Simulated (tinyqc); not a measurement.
Worked calculation (part 1 of 2): FCI on RHF in the 3-21g basis, for H3+, spin multiplicity 1. Computed by tinyqc, a small Python program that keeps every step (integrals from PySCF). Settings: charge = 1, multiplicity = 1, basis = 3-21g, method = RHF, energy threshold = 1e-10, iteration cap = 88, orthogonalisation = symmetric, start = Wolfsberg-Helmholz matrix, DIIS depth = 6, ci = FCI, davidson = 1. Command: `OMP_NUM_THREADS=1 python tinyqc.py 23738 23739 out.jsonl` (the two numbers bound the seeds that draw the settings). One thread of a shared host (Intel(R) Xeon(R) Processor @ 2.60GHz), about 0.1 s of CPU time with the checks. Later iterations appear only in the table of the cycle.

## One-electron integrals

Geometry (angstrom):
```
atom         x         y          z
H     0.000000  0.000000   0.000000
H     0.000000  0.000000   1.022000
H     0.000000  0.000000  -1.022000
```

Basis 3-21g: exponents (1/bohr^2) and contraction coefficients of normalised primitives:
```
element  l (shell)  exponent  coefficient
H            s (1)  5.447178     0.156285
H            s (1)  0.824547     0.904691
H            s (2)  0.183192     1.000000
```

Overlap, kinetic and nuclear-attraction integrals over the contracted functions; the nuclear repulsion is the sum of Za Zb / Rab.

nuclear repulsion = 1.29446480 hartree

overlap S, order 1H 1s, 1H 2s, 2H 1s, 2H 2s, 3H 1s, 3H 2s:
```
[[1.000000, 0.645899, 0.186728, 0.367452, 0.186728, 0.367452],
 [0.645899, 1.000000, 0.367452, 0.710600, 0.367452, 0.710600],
 [0.186728, 0.367452, 1.000000, 0.645899, 0.001748, 0.067833],
 [0.367452, 0.710600, 0.645899, 1.000000, 0.067833, 0.254977],
 [0.186728, 0.367452, 0.001748, 0.067833, 1.000000, 0.645899],
 [0.367452, 0.710600, 0.067833, 0.254977, 0.645899, 1.000000]]
```

kinetic energy T (hartree), order 1H 1s, 1H 2s, 2H 1s, 2H 2s, 3H 1s, 3H 2s:
```
[[1.549405, 0.293152, -0.023748, 0.103908, -0.023748, 0.103908],
 [0.293152, 0.274788, 0.103908, 0.150790, 0.103908, 0.150790],
 [-0.023748, 0.103908, 1.549405, 0.293152, -0.006737, -0.015407],
 [0.103908, 0.150790, 0.293152, 0.274788, -0.015407, 0.006232],
 [-0.023748, 0.103908, -0.006737, -0.015407, 1.549405, 0.293152],
 [0.103908, 0.150790, -0.015407, 0.006232, 0.293152, 0.274788]]
```

nuclear attraction V (hartree), order 1H 1s, 1H 2s, 2H 1s, 2H 2s, 3H 1s, 3H 2s:
```
[[-2.756106, -1.447660, -0.433488, -0.813642, -0.433488, -0.813642],
 [-1.447660, -1.616796, -0.756024, -1.112676, -0.756024, -1.112676],
 [-0.433488, -0.756024, -2.497405, -1.282380, -0.004344, -0.141241],
 [-0.813642, -1.112676, -1.282380, -1.408548, -0.141241, -0.412245],
 [-0.433488, -0.756024, -0.004344, -0.141241, -2.497405, -1.282380],
 [-0.813642, -1.112676, -0.141241, -0.412245, -1.282380, -1.408548]]
```

core Hamiltonian H = T + V (hartree), order 1H 1s, 1H 2s, 2H 1s, 2H 2s, 3H 1s, 3H 2s:
```
[[-1.206701, -1.154508, -0.457235, -0.709734, -0.457235, -0.709734],
 [-1.154508, -1.342008, -0.652116, -0.961886, -0.652116, -0.961886],
 [-0.457235, -0.652116, -0.948000, -0.989228, -0.011081, -0.156648],
 [-0.709734, -0.961886, -0.989228, -1.133760, -0.156648, -0.406013],
 [-0.457235, -0.652116, -0.011081, -0.156648, -0.948000, -0.989228],
 [-0.709734, -0.961886, -0.156648, -0.406013, -0.989228, -1.133760]]
```

## Two-electron integrals

Functions are numbered as in S; the eight-fold symmetry (ij|kl) = (ji|kl) = (kl|ij) leaves the list below.

Two-electron integrals (ij|kl) in chemists' order, unique and non-zero (hartree):
```
(11|11) 1.140145   (21|11) 0.611403   (21|21) 0.345152   (22|11) 0.626370
(22|21) 0.380329   (22|22) 0.482957   (31|11) 0.156899   (31|21) 0.091428
(31|22) 0.105613   (31|31) 0.035875   (32|11) 0.215372   (32|21) 0.133440
(32|22) 0.175059   (32|31) 0.057325   (32|32) 0.111072   (33|11) 0.512968
(33|21) 0.325807   (33|22) 0.450553   (33|31) 0.156899   (33|32) 0.338172
(33|33) 1.140145   (41|11) 0.338172   (41|21) 0.192128   (41|22) 0.213990
(41|31) 0.057325   (41|32) 0.085855   (41|33) 0.215372   (41|41) 0.111072
(42|11) 0.405823   (42|21) 0.248983   (42|22) 0.324610   (42|31) 0.082048
(42|32) 0.148186   (42|33) 0.405823   (42|41) 0.148186   (42|42) 0.243870
(43|11) 0.325807   (43|21) 0.205554   (43|22) 0.282799   (43|31) 0.091428
(43|32) 0.192128   (43|33) 0.611403   (43|41) 0.133440   (43|42) 0.248983
(43|43) 0.345152   (44|11) 0.450553   (44|21) 0.282799   (44|22) 0.392275
(44|31) 0.105613   (44|32) 0.213990   (44|33) 0.626370   (44|41) 0.175059
(44|42) 0.324610   (44|43) 0.380329   (44|44) 0.482957   (51|11) 0.156899
(51|21) 0.091428   (51|22) 0.105613   (51|31) 0.018103   (51|32) 0.026832
(51|33) 0.064687   (51|41) 0.045789   (51|42) 0.059587   (51|43) 0.041738
(51|44) 0.063011   (51|51) 0.035875   (52|11) 0.215372   (52|21) 0.133440
(52|22) 0.175059   (52|31) 0.026832   (52|32) 0.042333   (52|33) 0.104266
(52|41) 0.066588   (52|42) 0.095935   (52|43) 0.067324   (52|44) 0.103264
(52|51) 0.057325   (52|52) 0.111072   (53|11) 0.001876   (53|21) 0.001029
(53|22) 0.001080   (53|31) 0.000267   (53|32) 0.000374   (53|33) 0.000896
(53|41) 0.000571   (53|42) 0.000701   (53|43) 0.000568   (53|44) 0.000783
(53|51) 0.000267   (53|52) 0.000374   (53|53) 3.13e-06   (54|11) 0.046190
(54|21) 0.027953   (54|22) 0.034820   (54|31) 0.005682   (54|32) 0.008743
(54|33) 0.021341   (54|41) 0.014071   (54|42) 0.019509   (54|43) 0.013770
(54|44) 0.020922   (54|51) 0.011212   (54|52) 0.019969   (54|53) 0.000080
(54|54) 0.003738   (55|11) 0.512968   (55|21) 0.325807   (55|22) 0.450553
(55|31) 0.064687   (55|32) 0.104266   (55|33) 0.258893   (55|41) 0.160652
(55|42) 0.239594   (55|43) 0.167217   (55|44) 0.258243   (55|51) 0.156899
(55|52) 0.338172   (55|53) 0.000896   (55|54) 0.057554   (55|55) 1.140145
(61|11) 0.338172   (61|21) 0.192128   (61|22) 0.213990   (61|31) 0.045789
(61|32) 0.066588   (61|33) 0.160652   (61|41) 0.103199   (61|42) 0.133006
(61|43) 0.102556   (61|44) 0.146759   (61|51) 0.057325   (61|52) 0.085855
(61|53) 0.000571   (61|54) 0.017644   (61|55) 0.215372   (61|61) 0.111072
(62|11) 0.405823   (62|21) 0.248983   (62|22) 0.324610   (62|31) 0.059587
(62|32) 0.095935   (62|33) 0.239594   (62|41) 0.133006   (62|42) 0.198080
(62|43) 0.153236   (62|44) 0.225788   (62|51) 0.082048   (62|52) 0.148186
(62|53) 0.000701   (62|54) 0.028070   (62|55) 0.405823   (62|61) 0.148186
(62|62) 0.243870   (63|11) 0.046190   (63|21) 0.027953   (63|22) 0.034820
(63|31) 0.011212   (63|32) 0.019969   (63|33) 0.057554   (63|41) 0.017644
(63|42) 0.028070   (63|43) 0.033286   (63|44) 0.038227   (63|51) 0.005682
(63|52) 0.008743   (63|53) 0.000080   (63|54) 0.001824   (63|55) 0.021341
(63|61) 0.014071   (63|62) 0.019509   (63|63) 0.003738   (64|11) 0.159710
(64|21) 0.096975   (64|22) 0.123143   (64|31) 0.026929   (64|32) 0.044636
(64|33) 0.114881   (64|41) 0.054563   (64|42) 0.082768   (64|43) 0.072107
(64|44) 0.100021   (64|51) 0.026929   (64|52) 0.044636   (64|53) 0.000275
(64|54) 0.008878   (64|55) 0.114881   (64|61) 0.054563   (64|62) 0.082768
(64|63) 0.008878   (64|64) 0.031399   (65|11) 0.325807   (65|21) 0.205554
(65|22) 0.282799   (65|31) 0.041738   (65|32) 0.067324   (65|33) 0.167217
(65|41) 0.102556   (65|42) 0.153236   (65|43) 0.107996   (65|44) 0.166472
(65|51) 0.091428   (65|52) 0.192128   (65|53) 0.000568   (65|54) 0.033286
(65|55) 0.611403   (65|61) 0.133440   (65|62) 0.248983   (65|63) 0.013770
(65|64) 0.072107   (65|65) 0.345152   (66|11) 0.450553   (66|21) 0.282799
(66|22) 0.392275   (66|31) 0.063011   (66|32) 0.103264   (66|33) 0.258243
(66|41) 0.146759   (66|42) 0.225788   (66|43) 0.166472   (66|44) 0.253874
(66|51) 0.105613   (66|52) 0.213990   (66|53) 0.000783   (66|54) 0.038227
(66|55) 0.626370   (66|61) 0.175059   (66|62) 0.324610   (66|63) 0.020922
(66|64) 0.100021   (66|65) 0.380329   (66|66) 0.482957
```

## Orthogonalisation

S = U s U^T; symmetric (Loewdin) form X = U s^(-1/2) U^T, so that X^T S X = 1.

eigenvalues of S: [0.074290, 0.279868, 0.425375, 0.776963, 1.463408, 2.980096]

X, order 1H 1s, 1H 2s, 2H 1s, 2H 2s, 3H 1s, 3H 2s:
```
[[1.261136, -0.589787, -0.015355, 0.073192, -0.015355, 0.073192],
 [-0.589787, 2.445786, -0.000351, -0.914808, -0.000351, -0.914808],
 [-0.015355, -0.000351, 1.241415, -0.477450, -0.003254, 0.042049],
 [0.073192, -0.914808, -0.477450, 1.721531, 0.042049, 0.249290],
 [-0.015355, -0.000351, -0.003254, 0.042049, 1.241415, -0.477450],
 [0.073192, -0.914808, 0.042049, 0.249290, -0.477450, 1.721531]]
```

## Starting guess

The start is the generalised Wolfsberg-Helmholz matrix (K = 1.75) built on H; D = 2 C_occ C_occ^T.

D at the start, order 1H 1s, 1H 2s, 2H 1s, 2H 2s, 3H 1s, 3H 2s:
```
[[0.152690, 0.242161, 0.026235, 0.124551, 0.026235, 0.124551],
 [0.242161, 0.384061, 0.041608, 0.197535, 0.041608, 0.197535],
 [0.026235, 0.041608, 0.004508, 0.021400, 0.004508, 0.021400],
 [0.124551, 0.197535, 0.021400, 0.101599, 0.021400, 0.101599],
 [0.026235, 0.041608, 0.004508, 0.021400, 0.004508, 0.021400],
 [0.124551, 0.197535, 0.021400, 0.101599, 0.021400, 0.101599]]
```

## Iteration 1: building the Fock matrix

J_ij = sum D_kl (ij|kl), K_ij = sum D_kl (ik|jl); F = H + J - 0.5 K; E = tr D H + tr D J / 2 - 0.25 tr D K + E_nn.

Coulomb J (hartree), order 1H 1s, 1H 2s, 2H 1s, 2H 2s, 3H 1s, 3H 2s:
```
[[1.412703, 0.830948, 0.230305, 0.466376, 0.230305, 0.466376],
 [0.830948, 1.004635, 0.371980, 0.674522, 0.371980, 0.674522],
 [0.230305, 0.371980, 0.962493, 0.599314, 0.002407, 0.074360],
 [0.466376, 0.674522, 0.599314, 0.814392, 0.074360, 0.256159],
 [0.230305, 0.371980, 0.002407, 0.074360, 0.962493, 0.599314],
 [0.466376, 0.674522, 0.074360, 0.256159, 0.599314, 0.814392]]
```

exchange K (hartree), order 1H 1s, 1H 2s, 2H 1s, 2H 2s, 3H 1s, 3H 2s:
```
[[1.007585, 0.913022, 0.356422, 0.608345, 0.356422, 0.608345],
 [0.913022, 0.958142, 0.400433, 0.663419, 0.400433, 0.663419],
 [0.356422, 0.400433, 0.297697, 0.358878, 0.109227, 0.222396],
 [0.608345, 0.663419, 0.358878, 0.525534, 0.222396, 0.412025],
 [0.356422, 0.400433, 0.109227, 0.222396, 0.297697, 0.358878],
 [0.608345, 0.663419, 0.222396, 0.412025, 0.358878, 0.525534]]
```

Fock matrix F (hartree), order 1H 1s, 1H 2s, 2H 1s, 2H 2s, 3H 1s, 3H 2s:
```
[[-0.297791, -0.780071, -0.405142, -0.547530, -0.405142, -0.547530],
 [-0.780071, -0.816443, -0.480352, -0.619074, -0.480352, -0.619074],
 [-0.405142, -0.480352, -0.134356, -0.569353, -0.063287, -0.193487],
 [-0.547530, -0.619074, -0.569353, -0.582135, -0.193487, -0.355867],
 [-0.405142, -0.480352, -0.063287, -0.193487, -0.134356, -0.569353],
 [-0.547530, -0.619074, -0.193487, -0.355867, -0.569353, -0.582135]]
```

total energy of this density = -1.11927670 hartree

## Iteration 1: diagonalisation and new density

Diagonalise F' = X^T F X, C = X C', fill 1 alpha and 1 beta electrons from the bottom; D = 2 C_occ C_occ^T. Each column has its largest component positive (the first on a tie).

F' = X^T F X (hartree):
```
[[0.314816, -0.724160, -0.180810, -0.101303, -0.180810, -0.101303],
 [-0.724160, 0.052272, -0.138372, -0.236428, -0.138372, -0.236428],
 [-0.180810, -0.138372, 0.336524, -0.551330, 0.021615, 0.019857],
 [-0.101303, -0.236428, -0.551330, -0.016043, 0.019857, -0.081376],
 [-0.180810, -0.138372, 0.021615, 0.019857, 0.336524, -0.551330],
 [-0.101303, -0.236428, 0.019857, -0.081376, -0.551330, -0.016043]]
```

orbital energies (hartree): [-0.968980, -0.394539, -0.038303, 0.662331, 0.774781, 0.972760]

coefficients C, order 1H 1s, 1H 2s, 2H 1s, 2H 2s, 3H 1s, 3H 2s:
```
[[0.292201, 0.000000, 0.236581, 0.453843, 0.000000, -1.265771],
 [0.451564, 0.000000, 1.754243, -0.325037, 0.000000, 2.148613],
 [0.169506, 0.265809, -0.112067, 0.826685, -0.915907, 0.369925],
 [0.131814, 0.580515, -1.215866, -0.580015, 0.938983, -1.023213],
 [0.169506, -0.265809, -0.112067, 0.826685, 0.915907, 0.369925],
 [0.131814, -0.580515, -1.215866, -0.580015, -0.938983, -1.023213]]
```

D after iteration 1, order 1H 1s, 1H 2s, 2H 1s, 2H 2s, 3H 1s, 3H 2s:
```
[[0.170762, 0.263895, 0.099059, 0.077032, 0.099059, 0.077032],
 [0.263895, 0.407821, 0.153086, 0.119045, 0.153086, 0.119045],
 [0.099059, 0.153086, 0.057464, 0.044686, 0.057464, 0.044686],
 [0.077032, 0.119045, 0.044686, 0.034750, 0.044686, 0.034750],
 [0.099059, 0.153086, 0.057464, 0.044686, 0.057464, 0.044686],
 [0.077032, 0.119045, 0.044686, 0.034750, 0.044686, 0.034750]]
```

## Iteration 6 (converged): orbitals

converged F (hartree), order 1H 1s, 1H 2s, 2H 1s, 2H 2s, 3H 1s, 3H 2s:
```
[[-0.277126, -0.761121, -0.427607, -0.538248, -0.427607, -0.538248],
 [-0.761121, -0.787215, -0.496390, -0.599421, -0.496390, -0.599421],
 [-0.427607, -0.496390, -0.128654, -0.573355, -0.083145, -0.207800],
 [-0.538248, -0.599421, -0.573355, -0.559829, -0.207800, -0.346988],
 [-0.427607, -0.496390, -0.083145, -0.207800, -0.128654, -0.573355],
 [-0.538248, -0.599421, -0.207800, -0.346988, -0.573355, -0.559829]]
```

As before.

F' = X^T F X (hartree):
```
[[0.331262, -0.714504, -0.206998, -0.095253, -0.206998, -0.095253],
 [-0.714504, 0.075983, -0.156183, -0.225715, -0.156183, -0.225715],
 [-0.206998, -0.156183, 0.354450, -0.564069, 0.009654, 0.012237],
 [-0.095253, -0.225715, -0.564069, 0.011511, 0.012237, -0.074050],
 [-0.206998, -0.156183, 0.009654, 0.012237, 0.354450, -0.564069],
 [-0.095253, -0.225715, 0.012237, -0.074050, -0.564069, 0.011511]]
```

orbital energies (hartree): [-0.962348, -0.375525, -0.013178, 0.689980, 0.805881, 0.994357]

coefficients C, order 1H 1s, 1H 2s, 2H 1s, 2H 2s, 3H 1s, 3H 2s:
```
[[0.295752, 0.000000, 0.233835, 0.512359, 0.000000, -1.242916],
 [0.440001, 0.000000, 1.773002, -0.485279, 0.000000, 2.104955],
 [0.195953, 0.262997, -0.093708, 0.801047, -0.916718, 0.415557],
 [0.119426, 0.583394, -1.233975, -0.506048, 0.937197, -1.042135],
 [0.195953, -0.262997, -0.093708, 0.801047, 0.916718, 0.415557],
 [0.119426, -0.583394, -1.233975, -0.506048, -0.937197, -1.042135]]
```

D after iteration 6, order 1H 1s, 1H 2s, 2H 1s, 2H 2s, 3H 1s, 3H 2s:
```
[[0.174938, 0.260262, 0.115907, 0.070641, 0.115907, 0.070641],
 [0.260262, 0.387202, 0.172439, 0.105096, 0.172439, 0.105096],
 [0.115907, 0.172439, 0.076795, 0.046804, 0.076795, 0.046804],
 [0.070641, 0.105096, 0.046804, 0.028525, 0.046804, 0.028525],
 [0.115907, 0.172439, 0.076795, 0.046804, 0.076795, 0.046804],
 [0.070641, 0.105096, 0.046804, 0.028525, 0.046804, 0.028525]]
```

## Convergence

Stop when the energy changes by less than 1e-10 hartree and every element of the error matrix X^T (F D S - S D F) X is below 3e-06.

Course of the cycle:
```
iteration  E (hartree)     change  largest element of the error matrix
1          -1.11927670          -                             1.76e-01
2          -1.18949057  -7.02e-02                             3.44e-02
3          -1.19190289  -2.41e-03                             1.16e-03
4          -1.19190512  -2.23e-06                             1.14e-04
5          -1.19190515  -2.85e-08                             5.55e-06
6          -1.19190515  -7.75e-11                             2.19e-08
```

PySCF RHF in the same basis = -1.19190515 hartree

Converged in 6 iterations.

## Populations, bond orders and dipole

Mulliken: Z minus the diagonal of D S on the atom; Loewdin: the same with S^(1/2) D S^(1/2); Mayer order: 2 sum_s sum (D(s) S)_ij (D(s) S)_ji over the two atoms.

Charges (e):
```
atom   Mulliken    Loewdin
1H    -0.269635  -0.089427
2H     0.634817   0.544713
3H     0.634817   0.544713
```

Mayer bond orders:
```
pair     order
2-1   0.463649
3-1   0.463649
3-2   0.133358
```

dipole moment about the origin, x y z (debye): [0.000000, 0.000000, 0.000000]

## Integrals over molecular orbitals

(pq|rs) = sum C_ip C_jq C_kr C_ls (ij|kl), one index at a time.

one-electron integrals over orbitals h = C^T H C (hartree):
```
[[-1.524022, 0.000000, -0.086048, -0.076539, 0.000000, 0.075241],
 [0.000000, -1.135956, 0.000000, 0.000000, 0.136085, 0.000000],
 [-0.086048, 0.000000, -0.767547, 0.070375, 0.000000, 0.205288],
 [-0.076539, 0.000000, 0.070375, -0.165594, 0.000000, 0.051386],
 [0.000000, 0.136085, 0.000000, 0.000000, 0.008091, 0.000000],
 [0.075241, 0.000000, 0.205288, 0.051386, 0.000000, -0.034271]]
```

Two-electron integrals over orbitals (pq|rs), unique and non-zero (hartree):
```
(11|11) 0.561674    (21|21) 0.122187    (22|11) 0.441309    (22|22) 0.446363
(31|11) 0.086048    (31|22) -0.008950   (31|31) 0.072307    (32|21) -0.093373
(32|32) 0.101527    (33|11) 0.413338    (33|22) 0.382210    (33|31) 0.021745
(33|33) 0.370063    (41|11) 0.076539    (41|22) 0.075287    (41|31) -0.001651
(41|33) 0.047140    (41|41) 0.055302    (42|21) 0.066469    (42|32) -0.044380
(42|42) 0.068425    (43|11) -0.036013   (43|22) -0.044882   (43|31) 0.007866
(43|33) -0.018844   (43|41) -0.016041   (43|43) 0.024668    (44|11) 0.455438
(44|22) 0.427922    (44|31) 0.016263    (44|33) 0.368861    (44|41) 0.074277
(44|43) -0.050688   (44|44) 0.441926    (51|21) -0.057122   (51|32) 0.035977
(51|42) -0.056496   (51|51) 0.047464    (52|11) -0.096604   (52|22) -0.101156
(52|31) 0.006851    (52|33) -0.052014   (52|41) -0.059870   (52|43) 0.036208
(52|44) -0.108393   (52|52) 0.083503    (53|21) 0.010816    (53|32) 0.006312
(53|42) 0.031700    (53|51) -0.024974   (53|53) 0.030109    (54|21) -0.142202
(54|32) 0.116242    (54|42) -0.092216   (54|51) 0.078163    (54|53) -0.019749
(54|54) 0.190454    (55|11) 0.422627    (55|22) 0.436610    (55|31) -0.015554
(55|33) 0.364926    (55|41) 0.086182    (55|43) -0.050811   (55|44) 0.437243
(55|52) -0.117810   (55|55) 0.454449    (61|11) -0.075241   (61|22) 0.010552
(61|31) -0.066170   (61|33) -0.036206   (61|41) -0.010976   (61|43) -0.024695
(61|44) 0.000953    (61|52) -0.015682   (61|55) 0.022124    (61|61) 0.097266
(62|21) 0.047625    (62|32) -0.028793   (62|42) 0.041062    (62|51) -0.034339
(62|53) 0.021896    (62|54) -0.063137   (62|62) 0.032097    (63|11) -0.135729
(63|22) -0.062976   (63|31) -0.053437   (63|33) -0.061768   (63|41) -0.042344
(63|43) 0.008083    (63|44) -0.078643   (63|52) 0.042310    (63|55) -0.060660
(63|61) 0.063045    (63|63) 0.082778    (64|11) -0.031181   (64|22) 0.039201
(64|31) -0.054750   (64|33) 0.000850    (64|41) 0.024839    (64|43) -0.017729
(64|44) 0.023928    (64|52) -0.036823   (64|55) 0.056701    (64|61) 0.055240
(64|63) 0.027305    (64|64) 0.062631    (65|21) -0.077518   (65|32) 0.070478
(65|42) -0.054109   (65|51) 0.045525    (65|53) -0.008557   (65|54) 0.107062
(65|62) -0.032931   (65|65) 0.065284    (66|11) 0.562947    (66|22) 0.410850
(66|31) 0.112341    (66|33) 0.417263    (66|41) 0.084177    (66|43) -0.015511
(66|44) 0.437782    (66|52) -0.081889   (66|55) 0.397248    (66|61) -0.135384
(66|63) -0.167748   (66|64) -0.063322   (66|66) 0.635409
```
